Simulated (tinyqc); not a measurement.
Read current of a NAND string, cells in series solved by shooting: one step of the calculation.

Cells in series, numbered from 0 at the source line (0 V) to the bit line, each followed by a gap resistance Rg. A cell with gate Vg, threshold VT, source Vs and drain Vd passes I = 2 nf K Vt^2 [F(Vs) - F(Vd)]/(1 + th max(Vg - VT, 0)), F(V) = ln^2(1 + exp((Vg - VT - nf V)/(2 nf Vt))). The selected cell has Vg = Vr, the others Vg = Vp.

Question. Node voltages for a trial current. For a trial current I start at 0 V and, cell by cell (the selected one is cell 1), solve for the drain: sqrt(F(Vd)) = sqrt(F(Vs) - I/k), k = 2 nf K Vt^2/(1 + th max(Vg - VT, 0)), Vd = [Vg - VT - 2 nf Vt ln(exp(sqrt F) - 1)]/nf, then add I Rg.

Parameters, values chosen for the exercise; values of the order met in vertical NAND strings:
- T = 300 K (temperature)
- K = 22 uA/V^2 (gain factor of a cell)
- nf = 2.3 (slope factor)
- th = 0.07 1/V (mobility reduction factor)
- Rg = 28 kohm (resistance of the gap between cells)
- Vbl = 0.4 V (bit-line voltage)
- Vp = 6.3 V (pass voltage)
- Vr = 3.16 V (read voltage on the selected word line)

Constants: q = 1.602176634e-19 C, kB = 1.380649e-23 J/K, Vt = kB T/q. Results are converted to the units shown.

first trial current = 1.5 uA
thresholds from the source end, cell 0 to 3 (V): -1.9  2  3.1  -1.9

Give: node voltage after each cell and gap, trial 1.

Answer.

node voltage after each cell and gap, trial 1, cell 0 to 3 (V): 0.055112  0.17528  0.24750  0.30359

Numbers from tinyqc (`OMP_NUM_THREADS=1 python tinyqc.py 2142011 2142012 out.jsonl`; about 0.5 s on one thread of a shared Intel Xeon 2.30GHz).
